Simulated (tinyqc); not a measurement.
Millisecond and nanosecond annealing: surface heating, thermal budget and solid-phase regrowth: one step, computed by the program tinyqc. Command: `OMP_NUM_THREADS=1 python tinyqc.py 3018499 3018500 out.jsonl flash walk`. One thread of a shared host (Intel(R) Xeon(R) Processor @ 2.30GHz), about 0.02 s of CPU time with the checks.

A square pulse heats the surface of a thick wafer with constant thermal properties; losses by radiation are neglected and silicon melts at 1414 C.

Question. Thermal budget. Absorbed flux q = (1 - R) fluence/t_p; kappa = k/c. With f(z, t) = (2 q/k) sqrt(kappa t) ierfc(z/(2 sqrt(kappa t))), ierfc(x) = exp(-x^2)/sqrt(pi) - x erfc(x): T = T0 + f(z, t) during the pulse and T0 + f(z, t) - f(z, t - t_p) after it. Temperatures in kelvin are T(C) + 273.15. Integrate exp(-E/(k_B T(t))) at the surface from 0 to 10 t_p (Gauss-Legendre, 60 points in sqrt(t) up to t_p and 60 in sqrt(t - t_p) after it). (Dt) = D0 x integral with E; regrowth = v0 x integral with E_v; effective time = integral/exp(-E/(k_B T_peak)).

Inputs (values chosen for the exercise, modelled on hot silicon with phosphorus):

| quantity | value | unit |
|---|---|---|
| incident fluence | 15.8 | J/cm^2 |
| pulse length t_p | 0.0003 | s |
| reflectance R | 0.39 | - |
| thermal conductivity k | 0.27 | W/(cm K) |
| heat capacity per volume c | 2.25 | J/(cm^3 K) |
| preheat temperature T0 | 500 | C |
| dopant prefactor D0 | 4.33 | cm^2/s |
| dopant activation energy E | 3.65 | eV |
| regrowth prefactor v0 | 4.1e+08 | cm/s |
| regrowth energy E_v | 2.71 | eV |

Source: scanned laser.

peak temperature = 1305.579 C

Constants: k_B = 8.617333262e-05 eV/K.

Give: budget (Dt); diffusion length 2 sqrt(Dt); effective time over t_p; possible regrowth.

Answer.

budget (Dt) = 4.0110e-16 cm^2

diffusion length 2 sqrt(Dt) = 0.40055 nm

effective time over t_p = 0.13853

possible regrowth = 508.46 nm

Caution: equilibrium diffusivities are used; implant damage enhances diffusion, and k and c vary with temperature. Caution: the peak lies above 1150 C, and amorphous silicon melts some 200 to 250 K below the crystal, so a layer that has not regrown before the peak may melt instead.
